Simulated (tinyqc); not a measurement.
Worked calculation: pair of shallow donors (hydrogen-like orbitals). Values are carried at full precision from step to step, so a last printed digit may differ when a step is redone from the rounded ones.

Each donor has the orbital exp(-r/a); energy unit Ha* = q/(eps a), q = e^2/(4 pi eps0), so that a lone donor is bound by Ha*/2; x = R/a. One electron: S = (1 + x + x^2/3) exp(-x), j = 1/x - (1 + 1/x) exp(-2x), k = (1 + x) exp(-x); levels E(+/-) = -1/2 - (j +/- k)/(1 +/- S) in Ha*, without the repulsion of the ions, split by D = |E(-) - E(+)|. In six valleys the overlaps S and k are multiplied by v = [cos(K Rx) + cos(K Ry) + cos(K Rz)]/3, K = k0 (2 pi/a_lat), for isotropic envelopes and the symmetric valley state.

Constants: e^2/(4 pi eps0) = 14.39964547 eV angstrom; hbar = 6.58211957e-16 eV s.

Values chosen for the exercise (near those of two donors in Si; shifted at random, so the results belong to these values and not to a real crystal): a = 17.3 angstrom (orbital radius); eps = 11.2 (dielectric constant); n = (16, 16, 0) a_lat (separation vector); a_lat = 5.431 angstrom (lattice constant); k0 = 0.858 2 pi/a_lat (valley position); dV = 0.63 D (detuning between the donors, in units of D).

## Distance and integrals

Give Ha*, R, x, S, j, k and v.

Ha* = 74.317 meV
R = 122.89 angstrom
x = 7.1034

S, j, k: 0.02049  0.14078  0.00666

v = 0.2415

## One electron on two donors

Give both levels, the splitting D = |E(-) - E(+)| and the tunnelling frequency D/(2 pi hbar).

E(+), E(-) (meV): -47.688  -47.552

D = 0.1356 meV
frequency = 32.79 GHz

The second ion deepens the mean level by 10.46 meV, against Ha*/x = 10.46 meV for a point charge. Without the valley factor D would be 0.562 meV; v is positive, so the even combination lies lower.

## Detuning by a gate

Two-level picture for one electron: with detuning u = dV D the splitting is sqrt(D^2 + u^2) and the lower state has weight (1 + u/sqrt(D^2 + u^2))/2 on the lower donor; the field needed is u/(e R), 1 meV/angstrom = 100 kV/cm.

splitting = 0.1603 meV
weight = 0.767
field = 0.0695 kV/cm

## Two electrons and exchange

Two electrons, Heitler-London: with S' = (1 - x + x^2/3) exp(x), C = 1/x - exp(-2x)(1/x + 11/8 + 3x/4 + x^2/6), X = (1/5){exp(-2x)(25/8 - 23x/4 - 3x^2 - x^3/3) + (6/x)[S^2 (0.5772157 + ln x) + S'^2 Ei(-4x) - 2 S S' Ei(-2x)]}, Q = C - 2j + 1/x and A = X - 2 S k + S^2/x, the singlet and triplet lie at (Q +/- w A)/(1 +/- w S^2) from two lone donors, with the valley weight w = v^2; the exchange is J = triplet - singlet.

Give C, X, Q, A and J.

C, X, Q, A (Ha*): 0.1408  0.0001419  -8.771e-06  -7.207e-05

J = 0.625 micro-eV

A swap of the two spins takes pi hbar/J = 3.31 ns (hbar = 6.58212e-16 eV s). Against the one-electron splitting D = 0.136 meV, J/D = 0.0046: exchange needs both electrons to tunnel and falls as exp(-2x), D as exp(-x).

## Checks

- Heitler-London binding at x = 1.6425 against the known 0.1160 hartree: both 0.1160.
- Overlap S by quadrature in spheroidal coordinates against the formula: both 0.02049.

tinyqc: `OMP_NUM_THREADS=1 python tinyqc.py 1282213 1282214 out.jsonl`; about 0.01 s, one thread, shared Intel(R) Xeon(R) Processor @ 2.30GHz.
